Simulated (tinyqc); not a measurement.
## Undoped symmetric double-gate MOSFET, analytic potential model: effect of the gate work function less that of the intrinsic body

An undoped body of thickness ts between two equal insulators and tied gates; long channel, electrons only, n = ni exp((psi - V)/Vt) with V the quasi-Fermi potential (0 at the source, Vd at the drain), constant mobility, no quantisation. Across the body psi(x) = V - 2 Vt ln[(ts/(2 beta)) sqrt(q ni/(2 eps0 eps_r Vt)) cos(2 beta x/ts)], x from the centre. Q is the electron charge per area of the whole body.

ni = sqrt(Nc Nv) exp(-Eg/(2 Vt)), Eg in volts; r = eps_r tox/(eox ts); V0 = dphi + 2 Vt ln[(2/ts) sqrt(2 eps0 eps_r Vt/(q ni))]. beta (between 0 and pi/2) solves (Vg - V0 - V)/(2 Vt) = ln(beta) - ln(cos beta) + 2 r beta tan(beta). Q = 8 eps0 eps_r Vt beta tan(beta)/ts; I = mu (1/L)(4 eps0 eps_r/ts)(2 Vt)^2 [g(beta_s) - g(beta_d)] per width, g = beta tan(beta) - beta^2/2 + r beta^2 tan^2(beta), with beta_s at V = 0 and beta_d at V = Vd.  I(low) is taken at Vg = 0.35 V, Qs and I(high) at Vg = 1.1 V.

Values chosen for this exercise; material values close to those of silicon:
- T = 300 K (temperature)
- Eg = 1.13 eV (band gap)
- eps_r = 11.8 (relative permittivity of the semiconductor)
- Nc = 2.84e19 cm^-3 (conduction-band density of states at T)
- Nv = 2.67e19 cm^-3 (valence-band density of states at T)
- eox = 8.93 (relative permittivity of the gate insulator)
- tox = 5 nm (insulator thickness)
- ts = 8 nm (body thickness)
- mu = 200 cm^2/(V s) (channel mobility)
- L = 0.1 um (gate length)
- Vd = 0.3 V (drain voltage)

Constants: q = 1.602176634e-19 C, kB = 1.380649e-23 J/K, Vt = kB T/q, eps0 = 8.8541878128e-14 F/cm where lengths are in cm. Results are converted to the units shown.

Results:

| dphi (V) | V0 (V) | I(low) (nA/um) | Qs(high) (nC/cm^2) | I(high) (uA/um) |
|---|---|---|---|---|
| -0.05 | 0.44856 | 296.11 | 1751.1 | 793.76 |
| 0 | 0.49856 | 44.327 | 1606.5 | 709.52 |
| 0.05 | 0.54856 | 6.4422 | 1463.0 | 626.39 |
| 0.1 | 0.59856 | 0.93199 | 1320.7 | 544.60 |
| 0.15 | 0.64856 | 0.13474 | 1179.9 | 464.49 |
| 0.25 | 0.74856 | 0.0028157 | 903.79 | 311.40 |

Estimate the missing row, dphi = 0.2 V.

Computed row:

| dphi (V) | V0 (V) | I(low) (nA/um) | Qs(high) (nC/cm^2) | I(high) (uA/um) |
|---|---|---|---|---|
| 0.2 | 0.69856 | 0.019478 | 1040.8 | 386.53 |

With this row back in the table: As dphi goes from -0.05 to 0.25 V, I(low) falls from 296 to 0.00282 nA/um and I(high) falls from 794 to 311 uA/um. V0 rises from 0.449 to 0.749 V. In every row the surface density at the source at the higher gate voltage passes 0.3 Nc, where Boltzmann statistics fail. In every row mu V/L at the higher gate voltage, with V the smaller of Vd and Vg - V0, passes 3e6 cm/s, so velocity saturation would lower the current.

Computed by the program tinyqc: `OMP_NUM_THREADS=1 python tinyqc.py 2440029 2440030 out.jsonl`, one thread of a shared Intel Xeon 2.30GHz, about 0.01 s for the whole run.
